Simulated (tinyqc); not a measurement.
Heavy and light holes: cyclotron masses of warped hole bands.

Parameters, chosen for this exercise (near those of Ge; not measured data):
- g1 = 13.35 (Luttinger gamma1)
- g2 = 4.24 (gamma2)
- g3 = 5.7 (gamma3)
- ths = (0, 20, 35, 50, 65, 80, 90) degrees (angles)

E = c k^2 f(n) with f = g1 -/+ 2 sqrt(g2^2 + 3 (g3^2 - g2^2)(nx^2 ny^2 + ny^2 nz^2 + nz^2 nx^2)). For the orbit through k = 0 perpendicular to b = (sin(theta)/sqrt2, sin(theta)/sqrt2, cos(theta)), mc is the mean of 1/f over the directions n in that plane (180 evenly spaced angles). Quantum effects of the lowest levels are left out.

Cyclotron masses (m0):
```
theta (degrees)   heavy   light
0                0.2833  0.0435
20               0.3130  0.0428
35               0.3588  0.0420
50               0.3828  0.0415
65               0.3816  0.0416
80               0.3780  0.0420
90               0.3774  0.0421
```

What can be read from this table?

The heavy mass varies by 35 % over the table, with its largest listed value at 50 degrees ([111] lies at 54.7) and its smallest at 0; the light mass varies by 4.8 %. The warping term enters both with the same size, but it is set against a small inverse mass in one and a large one in the other (along [111], g1 - 2 g3 = 1.95 and g1 + 2 g3 = 24.75).

Program tinyqc; command `OMP_NUM_THREADS=1 python tinyqc.py 1252769 1252770 out.jsonl`; about 0.01 s on one thread of a shared Intel(R) Xeon(R) Processor @ 2.30GHz.
